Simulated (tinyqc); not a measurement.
Worked calculation: plane-wave Kohn-Sham cycle with exchange-only LDA in a layered model solid. Computed by tinyqc, a small Python program that keeps every step. Settings: points = 16, plane-wave index or count = 3, electrons = 2, k points = 1, area = 27.0, mixing = 0.8, iteration cap = 73, Pulay depth = 3. Command: `OMP_NUM_THREADS=1 python tinyqc.py 20321 20322 out.jsonl` (the two numbers bound the seeds that draw the settings). One thread of a shared host (Intel(R) Xeon(R) Processor @ 2.60GHz), about 0.01 s of CPU time with the checks. Later iterations appear only in the table of the cycle.

## Iteration 1: potential

A solid whose potential varies along x alone (atomic units):
```
parameter                      value
period a                    6.000000
cross-section of the cell  27.000000
electrons per cell                 2
grid points                       16
plane waves -n..n, n               3
k points                           1
V1 in V1 cos(2 pi x/a)     -0.570000
```

density at the start, on the grid x_j = j a/N (e/bohr^3): 0.01234568  0.01234568  0.01234568  0.01234568  0.01234568  0.01234568  0.01234568  0.01234568  0.01234568  0.01234568  0.01234568  0.01234568  0.01234568  0.01234568  0.01234568  0.01234568

V_H(G) = 4 pi rho(G)/G^2 for G != 0 (uniform background); v_x = -(3 rho/pi)^(1/3); V = V_ext + V_H + v_x; Fourier components f(G_m) = (1/N) sum_j f(x_j) exp(-i G_m x_j).

Potentials on the grid (hartree):
```
x             V_ext       V_H        v_x          V
0.000000  -0.570000  0.000000  -0.227595  -0.797595
0.375000  -0.526611  0.000000  -0.227595  -0.754206
0.750000  -0.403051  0.000000  -0.227595  -0.630646
1.125000  -0.218130  0.000000  -0.227595  -0.445724
1.500000          0  0.000000  -0.227595  -0.227595
1.875000   0.218130  0.000000  -0.227595  -0.009465
2.250000   0.403051  0.000000  -0.227595   0.175456
2.625000   0.526611  0.000000  -0.227595   0.299017
3.000000   0.570000  0.000000  -0.227595   0.342405
3.375000   0.526611  0.000000  -0.227595   0.299017
3.750000   0.403051  0.000000  -0.227595   0.175456
4.125000   0.218130  0.000000  -0.227595  -0.009465
4.500000          0  0.000000  -0.227595  -0.227595
4.875000  -0.218130  0.000000  -0.227595  -0.445724
5.250000  -0.403051  0.000000  -0.227595  -0.630646
5.625000  -0.526611  0.000000  -0.227595  -0.754206
```

V(G_m), m = 0, 1, 2, ... (hartree): -0.227595  -0.285000  0.000000  0.000000  0.000000  0.000000  0.000000

## Iteration 1: Hamiltonian at one k

k = 0.000000 2 pi / a

H(m,m') = (k + G_m)^2/2 delta + V(G_m - G_m'), with V(-G) = V(G).

H (hartree):
```
           -3         -2         -1         +0         +1         +2         +3
-3   4.707208  -0.285000   0.000000   0.000000   0.000000   0.000000   0.000000
-2  -0.285000   1.965651  -0.285000   0.000000   0.000000   0.000000   0.000000
-1   0.000000  -0.285000   0.320717  -0.285000   0.000000   0.000000   0.000000
+0   0.000000   0.000000  -0.285000  -0.227595  -0.285000   0.000000   0.000000
+1   0.000000   0.000000   0.000000  -0.285000   0.320717  -0.285000   0.000000
+2   0.000000   0.000000   0.000000   0.000000  -0.285000   1.965651  -0.285000
+3   0.000000   0.000000   0.000000   0.000000   0.000000  -0.285000   4.707208
```

## Iteration 1: levels at that k

Diagonalise the Hermitian matrix.

eigenvalues (hartree): -0.448508  0.272227  0.490980  1.984632  1.986791  4.736715  4.736717

## Iteration 1: new density

Motion across x is left out: the lowest 1 band(s) hold two electrons at each of the k points (j + 1/2)/nk - 1/2. Residual R = rho(out) - rho(in); rho(new) = rho(in) + 0.8 R. rho(out) = 2/(a A nk) sum |psi|^2 with psi = sum c exp(i G x). Harris energy E = band energy - dV sum rho (V_H/2 + v_x) + (3/4) dV sum rho v_x with rho(in), dV = a A/N, band energy = (2/nk) sum of the filled levels.

rho(out) (e/bohr^3): 0.03317265  0.03008973  0.02257308  0.01424161  0.00779978  0.00391164  0.00196331  0.00113974  0.00092045  0.00113974  0.00196331  0.00391164  0.00779978  0.01424161  0.02257308  0.03008973

density after iteration 1 (e/bohr^3): 0.02900726  0.02654092  0.02052760  0.01386242  0.00870896  0.00559845  0.00403978  0.00338093  0.00320550  0.00338093  0.00403978  0.00559845  0.00870896  0.01386242  0.02052760  0.02654092

energy per cell = -0.78321770 hartree

## Iteration 2: potential

As before.

Potentials on the grid (hartree):
```
x             V_ext        V_H        v_x          V
0.000000  -0.570000   0.152144  -0.302570  -0.720426
0.375000  -0.526611   0.137797  -0.293740  -0.682554
0.750000  -0.403051   0.098899  -0.269631  -0.573782
1.125000  -0.218130   0.045632  -0.236558  -0.409055
1.500000          0  -0.010551  -0.202603  -0.213154
1.875000   0.218130  -0.060617  -0.174856  -0.017343
2.250000   0.403051  -0.098988  -0.156835   0.147228
2.625000   0.526611  -0.122812  -0.147798   0.256001
3.000000   0.570000  -0.130863  -0.145196   0.293940
3.375000   0.526611  -0.122812  -0.147798   0.256001
3.750000   0.403051  -0.098988  -0.156835   0.147228
4.125000   0.218130  -0.060617  -0.174856  -0.017343
4.500000          0  -0.010551  -0.202603  -0.213154
4.875000  -0.218130   0.045632  -0.236558  -0.409055
5.250000  -0.403051   0.098899  -0.269631  -0.573782
5.625000  -0.526611   0.137797  -0.293740  -0.682554
```

V(G_m), m = 0, 1, 2, ... (hartree): -0.213238  -0.254253  -0.000025  0.000672  0.000020  -0.000010  0.000003

## Iteration 2: Hamiltonian at one k

k = 0.000000 2 pi / a

As before.

H (hartree):
```
           -3         -2         -1         +0         +1         +2         +3
-3   4.721564  -0.254253  -0.000025   0.000672   0.000020  -0.000010   0.000003
-2  -0.254253   1.980008  -0.254253  -0.000025   0.000672   0.000020  -0.000010
-1  -0.000025  -0.254253   0.335073  -0.254253  -0.000025   0.000672   0.000020
+0   0.000672  -0.000025  -0.254253  -0.213238  -0.254253  -0.000025   0.000672
+1   0.000020   0.000672  -0.000025  -0.254253   0.335073  -0.254253  -0.000025
+2  -0.000010   0.000020   0.000672  -0.000025  -0.254253   1.980008  -0.254253
+3   0.000003  -0.000010   0.000020   0.000672  -0.000025  -0.254253   4.721564
```

## Iteration 2: levels at that k

As before.

eigenvalues (hartree): -0.396735  0.296165  0.478643  1.995419  1.996425  4.745064  4.745072

## Iteration 2: new density

B (overlaps of the stored error matrices):
```
               1              2
1  2.0607195e-03  3.0562286e-04
2  3.0562286e-04  4.6239237e-05
```

Motion across x is left out: the lowest 1 band(s) hold two electrons at each of the k points (j + 1/2)/nk - 1/2. Residual R = rho(out) - rho(in); rho(new) = rho(in) + 0.8 R; Pulay mixing then takes sum c_i of the stored mixed densities, with c from B_ij = sum R_i R_j as in DIIS. rho(out) = 2/(a A nk) sum |psi|^2 with psi = sum c exp(i G x). Harris energy E = band energy - dV sum rho (V_H/2 + v_x) + (3/4) dV sum rho v_x with rho(in), dV = a A/N, band energy = (2/nk) sum of the filled levels.

rho(out) (e/bohr^3): 0.03175473  0.02900489  0.02221494  0.01449967  0.00831734  0.00441779  0.00236733  0.00146036  0.00121150  0.00146036  0.00236733  0.00441779  0.00831734  0.01449967  0.02221494  0.02900489

DIIS coefficients: -0.173418  1.173418

density after iteration 2 (e/bohr^3): 0.03158640  0.02885393  0.02211156  0.01446063  0.00834133  0.00449013  0.00246980  0.00157803  0.00133366  0.00157803  0.00246980  0.00449013  0.00834133  0.01446063  0.02211156  0.02885393

energy per cell = -0.73794930 hartree

## Convergence

Stop when sqrt(dV sum R^2) is below 1e-8, dV = a A/N.

Course of the cycle:
```
iteration  E (hartree)  norm of the residual
1          -0.78321770              1.44e-01
2          -0.73794930              2.16e-02
3          -0.73743356              9.40e-04
4          -0.73743706              6.34e-05
5          -0.73743707              1.03e-06
6          -0.73743707              1.19e-07
7          -0.73743707              1.89e-08
8          -0.73743707              2.86e-09
```

Converged in 8 iterations. Before convergence this energy mixes input and output and is not variational, so it may rise towards its limit.
